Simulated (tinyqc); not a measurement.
## From single traps to 1/f noise

7 half-filled traps with time constants tau_j = 6.8e-8 s times 10^(1 j), j = 0..6, each shift the threshold by a = 5.93 uV when filled and give the Lorentzian a^2 tau/(1 + (2 pi f tau)^2). For time constants spread evenly in ln tau the sum tends to a^2/(4 f ln(10^1)). slope = d ln S/d ln f.

From single traps to 1/f noise:
```
f (Hz)  S (uV^2/Hz)  1/f limit (uV^2/Hz)      slope  j of the largest term
0.01          2.657                381.8  -3.289e-5                      6
0.1           2.653                38.18  -0.003283                      6
1             2.287                3.818    -0.2733                      6
30           0.1311               0.1273     -1.083                      5
1000       0.003673             0.003818    -0.8897                      3
30000      1.325e-4             1.273e-4     -1.096                      2
1e6        3.409e-6             3.818e-6    -0.9591                      0
1e7        1.387e-7             3.818e-7     -1.907                      0
1e8        1.455e-9             3.818e-8     -1.999                      0
```

What does the table show?

Below the slowest trap (1/(2 pi tau) = 2.3 Hz) the spectrum is flat, slope 0.00 in the first row; above the fastest (2.3e6 Hz) the slope tends to -2 (-2.00 in the last row). In between, at 30, 1000 and 30000 Hz, the slopes are -1.08, -0.89 and -1.10, and S is 3.8 % below the 1/f limit at 1000 Hz.

Computed by the program tinyqc: `OMP_NUM_THREADS=1 python tinyqc.py 2150103 2150104 out.jsonl`, one thread of a shared Intel Xeon 2.30GHz, about 0.01 s for the whole run.
